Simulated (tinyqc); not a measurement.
# Worked calculation: surface potential of a MOS transistor: implicit equation and explicit approximations

tinyqc, about 0.01 s, one thread, Intel Xeon 2.30GHz (shared host): `OMP_NUM_THREADS=1 python tinyqc.py 2122075 2122076 out.jsonl` Printed values are rounded.

p-type body, charge-sheet picture, depletion and inversion only, full ionisation (an idealisation for deep acceptors), Boltzmann statistics (rough once Na exp(x - xn) passes about Nc/7). In units of Vt: xg = (Vg - Vfb)/Vt, x = psi/Vt, G = gamma/sqrt(Vt), xn = (2 phiF + Vc)/Vt. The implicit equation is (xg - x)^2 = G^2 [x - 1 + exp(x - xn)] for x above about 3. Cox = eps0 eox/tox.

Parameters, values chosen for the exercise; band and dielectric values close to those of silicon: temperature T = 250 K; band gap Eg = 1.11 eV; relative permittivity eps_r = 11.6; conduction-band density of states at T Nc = 2.09e19 cm^-3; valence-band density of states at T Nv = 1.98e19 cm^-3; relative permittivity of the gate insulator (close to silicon dioxide) eox = 3.9; insulator thickness tox = 8.7 nm; acceptor density Na = 1.1e18 cm^-3; flat-band voltage Vfb = -0.59 V; channel-body voltage Vc = 0.5 V; gate-body voltage Vg = 2.63 V.

Constants: q = 1.602176634e-19 C, kB = 1.380649e-23 J/K, Vt = kB T/q, eps0 = 8.8541878128e-14 F/cm where lengths are in cm. Results are converted to the units shown.

## Scales

ni = sqrt(Nc Nv) exp(-Eg/(2 Vt)), Eg in volts; phiF = Vt ln(Na/ni); gamma = sqrt(2 q eps0 eps_r Na)/Cox; VT = Vfb + Vt (xn + G sqrt(xn - 1)).

phiF = 0.492149 V
gamma = 1.51592 V^0.5
G = 10.3281
xn = 68.8983
VT = 2.72772 V
xg = 149.466

## Explicit approximation

Depletion value a = 1 + [sqrt(G^2/4 + xg - 1) - G/2]^2; inversion value b = xn + ln[(xg - xn)^2/G^2 - xn + 1] and first guess y = min(a, b) - ln(1 + exp(-|a - b|)) if a > xn + 1, else b = y = a; one second-order correction with D = exp(y - xn), p = 2 (xg - y) + G^2 (1 + D), w = (xg - y)^2 - G^2 (y - 1 + D): z = y + 2 w/(p + sqrt(p^2 - 2 (2 - G^2 D) w)), or the Newton step z = y + w/p where the root is not real.

a = 66.1211
b = 66.1211
y = 66.1211
p = 279.995
w = -6.63609
z = 66.0974

The root of the implicit equation is x = 66.0974; y misses it by 0.024 and z by -5.2e-8, in units of Vt.

## Starting value

x = a rounded to two decimals.

x at the start = 66.12

## Iteration 1: new x

D = exp(x - xn), f = (xg - x)^2 - G^2 (x - 1 + D), f' = -2 (xg - x) - G^2 (1 + D), x(new) = x - f/f'.

D = 0.0621449
f = -6.33433
f' = -279.990
x after iteration 1 = 66.0974

## Iteration 2: new x

As before.

D = 0.0607548
f = -0.00117187
f' = -279.887
x after iteration 2 = 66.0974

## Course of the iteration

Stop when the step is below 1e-11, or after 60 iterations.

Course of the iteration:

| iteration | x before the step | step |
|---|---|---|
| 1 | 66.12 | -0.0226 |
| 2 | 66.0974 | -4.19e-6 |
| 3 | 66.0974 | -1.42e-13 |

Converged in 3 iterations.

## Potential, charges and gate control

converged x = 66.0974

psi = Vt x; N_dep = Cox Vt G sqrt(x - 1)/q; N_inv = (Cox Vt G/q) [sqrt(x - 1 + exp(x - xn)) - sqrt(x - 1)]; dpsi/dVg = 1/[1 + G^2 (1 + exp(x - xn))/(2 (xg - x))].

psi = 1.42396 V
N_dep = 4.44731e12 cm^-2
N_inv = 2.0748e9 cm^-2
dpsi/dVg = 0.595731

psi lies 2.8 Vt below 2 phiF + Vc.
